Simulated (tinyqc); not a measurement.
Quantum-confined Stark effect in a modulator well: one step. Estimate for hard walls. Five cases, with inputs chosen for the exercise.

Question. Second order: each level moves by -C m (e F)^2 L^4/(2c), C = (15/pi^2 - 1)/(24 pi^2), c = hbar^2/2m0, 1 kV/cm = 1e-5 eV/angstrom. It holds while e F L is no more than about twice 3 c pi^2/(m L^2).

Constants: hbar^2/2m0 = 3.80998211 eV angstrom^2.

Case 1.

Values chosen (near those of a Ge well in SiGe, direct gap; not measured data): L = 136 angstrom (well width); me = 0.0429 m0 (electron, well); mh = 0.207 m0 (heavy hole along z, well); F = 38 kV/cm (field).

Case 2.

Values chosen (near those of an InGaAs well in InAlAs; not measured data): L = 76 angstrom (well width); me = 0.0426 m0 (electron, well); mh = 0.371 m0 (heavy hole along z, well); F = 160 kV/cm (field).

Case 3.

Values chosen (near those of a GaAs well in AlGaAs; not measured data): L = 94 angstrom (well width); me = 0.0696 m0 (electron, well); mh = 0.349 m0 (heavy hole along z, well); F = 84 kV/cm (field).

Case 4.

Values chosen (near those of an InGaAsP well in InP; not measured data): L = 136 angstrom (well width); me = 0.0495 m0 (electron, well); mh = 0.363 m0 (heavy hole along z, well); F = 96 kV/cm (field).

Case 5.

Values chosen (near those of a Ge well in SiGe, direct gap; not measured data): L = 134 angstrom (well width); me = 0.0411 m0 (electron, well); mh = 0.206 m0 (heavy hole along z, well); F = 58 kV/cm (field).

Give: Estimate.

Answer.

Case 1.

Estimate:
```
carrier     shift (meV)  e F L over the level spacing
electron          -0.61                          0.36
heavy hole        -2.94                          1.75
```

The hole, 4.8 times heavier, carries 83 % of the estimated shift; for hard walls second order errs by about 2 % at a ratio of 1 and 13 % at 3.

Case 2.

Estimate:
```
carrier     shift (meV)  e F L over the level spacing
electron          -1.05                          0.27
heavy hole        -9.13                          2.31
```

The hole, 8.7 times heavier, carries 90 % of the estimated shift; for hard walls second order errs by about 2 % at a ratio of 1 and 13 % at 3.

Case 3.

Estimate:
```
carrier     shift (meV)  e F L over the level spacing
electron          -1.10                          0.43
heavy hole        -5.54                          2.16
```

The hole, 5.0 times heavier, carries 83 % of the estimated shift; for hard walls second order errs by about 2 % at a ratio of 1 and 13 % at 3.

Case 4.

Estimate:
```
carrier     shift (meV)  e F L over the level spacing
electron          -4.49                          1.06
heavy hole       -32.96                          7.77
```

The hole, 7.3 times heavier, carries 88 % of the estimated shift; for it the ratio exceeds 3, so second order overstates its shift, by 13 % at a ratio of 3 and 60 % at 8.

Case 5.

Estimate:
```
carrier     shift (meV)  e F L over the level spacing
electron          -1.28                          0.51
heavy hole        -6.43                          2.55
```

The hole, 5.0 times heavier, carries 83 % of the estimated shift; for hard walls second order errs by about 2 % at a ratio of 1 and 13 % at 3.

Computed by tinyqc, one run a case: `OMP_NUM_THREADS=1 python tinyqc.py N N+1 out.jsonl` with N = 1251043, 1251160, 1251188, 1251336, 1251430; one thread of a shared Intel(R) Xeon(R) Processor @ 2.30GHz, about 0.3 s a run at most.
